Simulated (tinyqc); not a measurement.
## Floating body of a partially depleted SOI transistor: body voltage and kink: transfer curve and swing

Source at 0 V. Channel current Ic = 2 nf K Vt^2 [F(0) - F(Vd)](1 + la Vd), F(V) = ln^2(1 + exp((Vg - VT - nf V)/(2 nf Vt))), VT = VT0 - gb Vb. Saturation voltage Vs = 2 Vt sqrt(F(0)) + 3 Vt, excess Ve = (Vd - Vs + sqrt((Vd - Vs)^2 + 0.0004 V^2))/2, multiplication M1 = Ai Ve exp(-Bl/Ve). Each junction passes D(v) = J1 (exp(v/Vt) - 1) + J2 (exp(v/(2 Vt)) - 1). Bipolar current Ib = bb J1 (exp(Vb/Vt) - 1). The body settles where M1 (Ic + Ib) = D(Vb) + D(Vb - Vd) + Vb/Rb; drain current Id = (1 + M1)(Ic + Ib) - D(Vb - Vd).

Rows with more than one solution for Vb (latch) are left out; dId/dVd by a forward difference over 1e-4 V, swing = 1e-4 V over the change of log10 Id; M1 under 1e-12 is printed as 0.

Parameters, values chosen for the exercise; values of the order met in partially depleted silicon-on-insulator transistors: temperature T = 300 K; threshold at zero body voltage VT0 = 0.44 V; fall of the threshold per volt of body voltage gb = 0.17; slope factor nf = 1.43; gain factor per width K = 410 uA/(V^2 um); channel-length modulation factor la = 0.07 1/V; impact-ionisation prefactor Ai = 3.79 1/V; impact-ionisation voltage Bl = 7.3 V; diffusion saturation current of each junction J1 = 3.4e-13 uA/um; recombination saturation current of each junction J2 = 7.8e-8 uA/um; gain of the lateral bipolar transistor on the diffusion current bb = 0.5; resistance of a weak body tie to the source (1e9 stands for no tie, and the term is then dropped) Rb = 5000 kohm um; drain voltage Vd = 1.3 V.

Constants: q = 1.602176634e-19 C, kB = 1.380649e-23 J/K, Vt = kB T/q. Results are converted to the units shown.

Result of one run:
```
Vb (V)         M1  Id, floating (uA/um)  Id, grounded (uA/um)  ratio  swing, floating (mV/decade)  swing, grounded (mV/decade)
5.635e-5  0.01170              9.675e-4              9.673e-4  1.000                        86.55                        86.57
```

Which gate voltage Vg gave this result: -0.01, 0.09, 0.19, 0.29 or 0.39 V?

Vg = 0.19 V.

The whole series:
columns A: Vg (V); B: Vb (V); C: M1; D: Id, floating (uA/um); E: Id, grounded (uA/um); F: ratio; G: swing, floating (mV/decade); H: swing, grounded (mV/decade)
```
A             B         C         D         E      F      G      H
-0.01  6.505e-7   0.01181  4.541e-6  4.541e-6  1.000  86.71  86.71
0.09   4.253e-6   0.01179  6.638e-5  6.638e-5  1.000  85.60  85.60
0.19   5.635e-5   0.01170  9.675e-4  9.673e-4  1.000  86.55  86.57
0.29   7.463e-4   0.01139   0.01324   0.01320  1.003  90.23  90.51
0.39   0.007761   0.01043    0.1504    0.1460  1.030  101.3  103.9
0.49    0.04760  0.008257     1.162     1.019  1.140  129.0  139.9
0.59     0.1352  0.005349     5.082     3.984  1.276  197.7  207.8
0.69     0.1964  0.003093     12.74     10.01  1.273  320.0  301.4
0.79     0.1981  0.001717     23.11     19.27  1.199  462.6  408.2
```

Vb rises from 6.50e-7 to 0.198 V. The smallest swing among the rows is 85.6 mV a decade with a floating body (at Vg = 0.09 V) and 85.6 with a grounded one; Vt ln 10 = 59.5. The floating swing is smaller by more than 3 % for Vg = 0.49, 0.59 V, where the rising Vb lowers the threshold as Vg rises. In the first row the floating body raises the current by a factor of 1.00.

Range of the model: The multiplication law is an empirical form chosen for the exercise; self-heating and capacitive coupling to the body are left out, and the linear laws are rough once Vb passes about 0.7 V or M1 about 0.1.

Program tinyqc, `OMP_NUM_THREADS=1 python tinyqc.py 2182001 2182002 out.jsonl`; Intel Xeon 2.30GHz, shared host, one thread, about 0.2 s.
